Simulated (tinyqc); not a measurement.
Ways to converge the cycle: SCF convergence aids in the sto-3g basis, for BeH2, spin multiplicity 1. Computed by the program tinyqc with PySCF. Command: `OMP_NUM_THREADS=1 python tinyqc.py 111488 111489 out.jsonl`; one thread of a shared host (Intel(R) Xeon(R) Processor @ 2.60GHz), about 0.7 s.

Geometry (angstrom):
```
atom       x        y       z
Be    0.0000   0.0000  0.0000
H     0.0000   1.8600  0.0990
H     0.0000  -1.8600  0.0990
```

lowest restricted solution found by these runs and by PySCF = -15.409026 hartree

RHF with one setting changed at a time; a run stops when the energy changes by less than 1e-09 hartree and the error matrix is below 1e-5. The start is the core Hamiltonian. Damping d keeps d of the old density; a shift (hartree) raises the virtual levels; DIIS n extrapolates F over n matrices.

Largest element of the error matrix X^T (FDS - SDF) X:
```
iteration    plain  damping 0.3  damping 0.6  shift 0.4   DIIS 3   DIIS 8
1          4.5e-01      4.5e-01      4.5e-01    4.5e-01  4.5e-01  4.5e-01
2          6.8e-02      1.3e-01      2.9e-01    2.5e-01  6.8e-02  6.8e-02
3          9.5e-03      3.5e-02      1.7e-01    7.8e-02  6.3e-03  6.3e-03
4          1.4e-03      1.0e-02      1.0e-01    2.4e-02  1.6e-03  1.6e-03
5          4.5e-04      3.6e-03      6.1e-02    8.9e-03  1.2e-04  1.5e-04
6          1.4e-04      1.5e-03      3.6e-02    3.5e-03  6.5e-06  1.2e-05
8          1.6e-05      3.4e-04      1.3e-02    7.2e-04        -        -
10         1.7e-06      9.6e-05      4.6e-03    2.0e-04        -        -
14               -      7.8e-06      7.3e-04    2.7e-05        -        -
20               -            -      7.6e-05          -        -        -
30               -            -      3.4e-06          -        -        -
```

How each run ends:
```
run          iterations  E (hartree)         state
plain                10    -15.40903  lowest found
damping 0.3          19    -15.40903  lowest found
damping 0.6          41    -15.40903  lowest found
shift 0.4            17    -15.40903  lowest found
DIIS 3                7    -15.40903  lowest found
DIIS 8                7    -15.40903  lowest found
```

6 of 6 runs reach the lowest restricted solution found, in 7 to 41 iterations (fastest: DIIS 3, DIIS 8). Plain steps already contract here, so damping only slows them. DIIS 3 and DIIS 8 gain by cancelling the error over several earlier matrices, much as a quasi-Newton step does.
